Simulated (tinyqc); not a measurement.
Inside a calculation: valley splitting in a one-orbital chain of atomic planes (second-neighbour model). Values are carried at full precision from step to step, so a last printed digit may differ when a step is redone from the rounded ones.

Each (001) plane carries one orbital with energy e0, hopping v to the next plane and u to the second: E(phi) = e0 + 2 v cos(phi) + 2 u cos(2 phi), where phi = pi - k a/4 (the sign of every second orbital is chosen so that v > 0, which shifts the phase by pi). The minimum lies at cos(phi0) = -v/(4u), phi0 = pi - (pi/2) k0 for a valley at k0 (2 pi/a), and e0 puts it at zero. A slab of N planes has hard walls: the matrix simply ends.

Constants: hbar^2/2m0 = 3.80998211 eV angstrom^2.

Values chosen for the exercise (near those of the Delta valleys of silicon; abrupt walls in this chain split the valleys several times more than measured wells; the results hold for these values, not for the real material):
```
symbol  value  unit      meaning
a       5.436  angstrom  lattice constant; planes lie a/4 apart
k0      0.853  2 pi/a    position of the valley
ml      0.962  m0        longitudinal mass
N       9                planes in the small slab
```

## Hoppings from the valley position and mass

The curvature at the minimum is d2E/dphi2 = 8 u sin^2(phi0) = (2c/ml)/(a/4)^2 with c = hbar^2/2m0; v = -4 u cos(phi0); e0 = 2u + v^2/(4u).

phi0 = 1.80170 rad
u = 0.56574 eV
v = 0.51790 eV
e0 = 1.25000 eV

## The bulk band

E at phi = j pi/10.

Band:
```
phi/pi  E (eV)
0.0     3.4173
0.1     3.1505
0.2     2.4376
0.3     1.5092
0.4     0.6547
0.5     0.1185
0.6     0.0145
0.7     0.2915
0.8     0.7617
0.9     1.1803
1.0     1.3457
```

## Hamiltonian of the slab

e0 on the diagonal, v and u on the first and second off-diagonals.

H (eV):
```
[[1.2500, 0.5179, 0.5657, 0, 0, 0, 0, 0, 0],
 [0.5179, 1.2500, 0.5179, 0.5657, 0, 0, 0, 0, 0],
 [0.5657, 0.5179, 1.2500, 0.5179, 0.5657, 0, 0, 0, 0],
 [0, 0.5657, 0.5179, 1.2500, 0.5179, 0.5657, 0, 0, 0],
 [0, 0, 0.5657, 0.5179, 1.2500, 0.5179, 0.5657, 0, 0],
 [0, 0, 0, 0.5657, 0.5179, 1.2500, 0.5179, 0.5657, 0],
 [0, 0, 0, 0, 0.5657, 0.5179, 1.2500, 0.5179, 0.5657],
 [0, 0, 0, 0, 0, 0.5657, 0.5179, 1.2500, 0.5179],
 [0, 0, 0, 0, 0, 0, 0.5657, 0.5179, 1.2500]]
```

## Levels and the valley doublet

Diagonalise H. The two lowest levels are the doublet made from the valleys at +k0 and -k0; give their splitting, the weights of the lowest state, and its parity under reversal of the planes.

levels (eV): [0.1455, 0.2003, 0.5249, 0.7252, 1.0239, 1.1996, 1.7126, 2.5396, 3.1784]

splitting = 54.83 meV

weights on the planes: [0.068, 0.077, 0.065, 0.289, 0.000, 0.289, 0.065, 0.077, 0.068]

parity of the lowest state: odd

The mean of the doublet lies 0.1729 eV above the bulk minimum, and level 3 lies 0.3520 eV above that mean; the weights oscillate from plane to plane because the two valleys interfere.

## Checks

- Mean of the doublet for 400 planes against the effective-mass level with W = 402 a/4 (meV): both 0.1310.

Program tinyqc; command `OMP_NUM_THREADS=1 python tinyqc.py 1480017 1480018 out.jsonl`; about 0.02 s on one thread of a shared Intel(R) Xeon(R) Processor @ 2.30GHz.
